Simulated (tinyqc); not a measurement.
Worked calculation: overlap of hydrogenic dopants: pairs, impurity band and the Mott density. Values are carried at full precision from step to step, so a last printed digit may differ when a step is redone from the rounded ones.

Ry* = Ry m/eps^2, aB = a0 eps/m. For 1s orbitals a distance rho = R/aB apart, in Ry*: overlap S = exp(-rho)(1 + rho + rho^2/3), J = (2/rho)(1 - (1 + rho) exp(-2 rho)) (attraction to the other ion), Kx = 2 (1 + rho) exp(-rho) (exchange of one electron). One electron on a pair has E = -1 - (J +/- Kx)/(1 +/- S), without the repulsion 2/rho of the ions. Hopping after orthogonalisation: t = (Kx - S J)/(1 - S^2), half the splitting. Dopants on a lattice with z neighbours, n = (3 sqrt3/4)/R^3 (bcc), give a band of width B = 2 z t, as on any lattice of two interpenetrating sublattices. Valleys, central cells and disorder are left out.

Constants: Ry = 13.60569312 eV; a0 (Bohr radius) = 0.5291772105 angstrom; hbar = 6.58211957e-16 eV s.

Values chosen for the exercise (an isotropic mass and dielectric constant of the size used for donors in GaAs; not measured data):
```
symbol  value  unit    meaning
m       0.071  m0      mass
eps     13.1           dielectric constant
N       0.023  1/aB^3  dopant density
rho     4      aB      distance of a pair
u       1.25   Ry*     cost of a second electron on one dopant
z       8              neighbours in the dopant lattice
```

## Scales

Form Ry*, aB, and the density N in 1/cm^3 (1/angstrom^3 = 1e24/cm^3).

Ry* = 5.629 meV
aB = 97.637 angstrom
density = 2.471e+16 1/cm^3

## A pair with one electron

Form S, J, Kx, the two levels, t, and the total energy of the lower state with the repulsion, relative to a distant pair (-1).

S, J, Kx: [0.18926, 0.49916, 0.18316]

levels (Ry*): even -1.57373, odd -1.38977

t = 0.09198 Ry*
energy of the pair against a distant one (negative: bound) = -0.07373 Ry*

In this host the pair is 39.1 nm long and its splitting 2t is 1.04 meV.

## The pair with two electrons (two-site Hubbard model)

t is the hopping between the two dopants. Singlet at (u - sqrt(u^2 + 16 t^2))/2 below the triplet at 0; estimate 4 t^2/u; weight of double occupancy (1 - u/sqrt(u^2 + 16 t^2))/2; swap time pi hbar/Jx with Jx the splitting in eV. t and u are in units of Ry*.

singlet-triplet splitting (meV): exact 0.1492, 4 t^2/u 0.1524

double occupancy = 0.0203
swap time = 13.9 ps

The estimate is 2.1 % too high at 4t/u = 0.29.

## The impurity band at this density

Form R/aB, t, B = 2 z t and N^(1/3) aB. Two estimates of the gap between the Hubbard bands: u - B (rigid bands, closing at B = u) and the Hubbard-III rule, which closes at B = (2/sqrt3) u; give B/u.

R/aB = 3.8368
t = 0.10390 Ry*

B: in Ry* 1.662, in meV 9.358

N^(1/3) aB = 0.2844
B/u = 1.330

Both rules close the gap: a metal (at such spacings hopping beyond nearest neighbours, left out, counts too). Mott's screening rule, N^(1/3) aB = 0.26, puts this density on the metallic side.

## Checks

- Overlap S against numerical integration in elliptic coordinates: both 0.18926.

tinyqc: `OMP_NUM_THREADS=1 python tinyqc.py 1451560 1451561 out.jsonl`; about 0.01 s, one thread, shared Intel(R) Xeon(R) Processor @ 2.30GHz.
